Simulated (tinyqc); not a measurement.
Critical temperature from a phonon spectrum: McMillan, Allen-Dynes and the linearised Eliashberg equation: one step, computed by the program tinyqc.

alpha^2 F(omega) = sum_i (lambda_i omega_i/2) delta(omega - omega_i), so that lambda = 2 int alpha^2 F/omega d omega = sum_i lambda_i.

Question. Largest eigenvalue of the small kernel. K is the kernel of the linearised Eliashberg equation on the Matsubara points omega_n = (2n + 1) pi k_B T; T_c is where its largest eigenvalue rho is zero. Diagonalise K; at rho = 0 the eigenvector c is the gap function Delta_n/omega_n up to a factor; away from it Delta_n/Delta_0 = (2n + 1) c_n/c_0 is only an estimate.

Inputs (values chosen for the exercise, for a model metal): trial temperature = 65.7 K.

Peaks in alpha^2 F: two.

K:
```
         1         2         3          4          5          6
1  0.31539   2.31516   1.51953    1.01356    0.68317    0.46348
2  2.31516  -5.45732   1.80919    1.18914    0.79388    0.53359
3  1.51953   1.80919  -9.78725    1.58950    1.03955    0.68915
4  1.01356   1.18914   1.58950  -13.32266    1.48478    0.96415
5  0.68317   0.79388   1.03955    1.48478  -16.38566    1.42905
6  0.46348   0.53359   0.68915    0.96415    1.42905  -19.15287
```

Give: largest eigenvalue rho; Delta_n/Delta_0.

Answer.

largest eigenvalue rho = 1.817

Delta_n/Delta_0: 1.000  1.226  1.117  0.938  0.748  0.568

rho > 0: in this small matrix the trial temperature lies below T_c.
